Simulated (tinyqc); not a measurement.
All approximations against the coupling: Froehlich polaron in a polar crystal. Computed by tinyqc, a small Python program. Command: `OMP_NUM_THREADS=1 python tinyqc.py 3000031 3000032 out.jsonl frohlich walk`. One thread of a shared host (Intel(R) Xeon(R) Processor @ 2.30GHz), about 0.06 s of CPU time with the checks.

One electron in a parabolic band of mass m*, coupled to dispersionless LO phonons in the continuum model. Energies are in units of hbar omega unless marked, wave numbers in k_0 = sqrt(2 m* omega/hbar).

Inputs (values chosen for the exercise, modelled on indium phosphide): band mass m* = 0.0852 m_0; LO phonon energy hbar omega = 41 meV; eps_inf = 9.87; static dielectric constant eps_s = 12.5; electron wave number k/k_0 = 0.45.

Constants: hbar^2/(2 m_0) = 3.80998212 eV angstrom^2; e^2/(4 pi eps_0) = 14.39964548 eV angstrom.

Method:
- 1/eps* = 1/eps_inf - 1/eps_s; k_0 = sqrt(2 m* omega/hbar) = sqrt(m* hbar omega / (hbar^2/(2 m_0))) with m* in m_0; alpha = (e^2/(4 pi eps_0)) k_0/(2 eps* hbar omega); polaron length 1/k_0.
- Feynman's bound: E(v, w) = 3 (v - w)^2/(4 v) - (alpha v/sqrt(pi)) int_0^infinity e^-u D(u)^(-1/2) du, D = w^2 u + ((v^2 - w^2)/v)(1 - e^(-v u)); integrals by 80 Gauss-Legendre points in s from 0 to 1 with u = 40 s^2.
- Minimise over v > w > 0 (simplex search); mass m_p/m* = 1 + (alpha v^3/(3 sqrt(pi))) int u^2 e^-u D^(-3/2) du.
- Other columns: second order -alpha; Landau-Pekar Gaussian -alpha^2/(3 pi); Lee-Low-Pines mass 1 + alpha/6. The polaron energy in meV uses the given hbar omega.

coupling constant alpha = 0.113349

Energies (hbar omega) and masses (m*):
```
alpha  second order     Gaussian    Feynman  Feynman (meV)  mass, LLP  mass, Feynman     v     w
0.028        -0.028  -8.3185e-05  -0.028010        -1.1484     1.0047          1.005     3     3
0.057        -0.057  -3.4473e-04  -0.057040        -2.3386     1.0095           1.01  3.01  2.99
0.11          -0.11   -0.0012838   -0.11015        -4.5162     1.0183          1.019  3.01  2.99
0.18          -0.18   -0.0034377   -0.18040        -7.3966       1.03          1.031  3.02  2.98
3.5            -3.5      -1.2998    -3.6885        -151.23     1.5833          2.186  3.53  2.47
6.5            -6.5      -4.4829    -7.3920        -303.07     2.0833          9.746  5.16  1.73
9.4            -9.4      -9.3753    -12.262        -502.74     2.5667             80  10.9  1.25
12              -12      -15.279    -18.143        -743.88          3          281.6  18.6  1.13
```

What follows from these numbers?

All three energies are upper bounds (-alpha through the Lee-Low-Pines state), and the Feynman value is the lowest in every row. It lies within 5 % of -alpha up to alpha = 0.18; at alpha = 12 it is 1.19 times the Gaussian value, whose alpha^2 law it approaches with a constant shift of about -3 ln 2 - 3/4 = -2.83 (here -2.86). The mass stays within 10 % of 1 + alpha/6 up to alpha = 0.18 and reaches 282 m* in the last row; w falls from 3.00 towards 1 while v grows to 18.6.

Extremes, crossings and ranges named in words are read from the listed rows.
